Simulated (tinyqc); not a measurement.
Longitudinal sound in a periodic multilayer: transfer matrices, stop bands and folded phonons: one step, computed by the program tinyqc.

Layers 1 and 2 repeat with period d = d_1 + d_2; waves travel normal to the layers, without loss. State vector (u, s): displacement u and stress divided by omega. Impedances Z = rho v are in 1e6 kg/(m^2 s).

Question. Transfer matrix of one period. A layer maps (u, s) by [[cos p, sin p/Z], [-Z sin p, cos p]], p = 2 pi f d_i/v_i; one period is M = M_2 M_1, and cos(q d) = trace(M)/2.

Inputs (values chosen for the exercise, modelled on silica (layer 1), silicon nitride (layer 2) and silicon (substrate)):

| quantity | value | unit |
|---|---|---|
| velocity v_1 | 6050 | m/s |
| thickness d_1 | 5.74 | nm |
| velocity v_2 | 10100 | m/s |
| thickness d_2 | 9.61 | nm |
| frequency f | 238 | GHz |

Z_2 = 31.411

Z_1 = 13.4915

Give: phase p_1; phase p_2; M; trace(M)/2.

Answer.

phase p_1 = 1.4188 rad

phase p_2 = 1.4228 rad

M:
```
          1         2
1  -0.39760  0.015568
2   -6.6706   -2.2539
```

trace(M)/2 = -1.3257

|trace/2| > 1: f lies in a stop band, and the amplitude falls by a factor 2.196 a period.
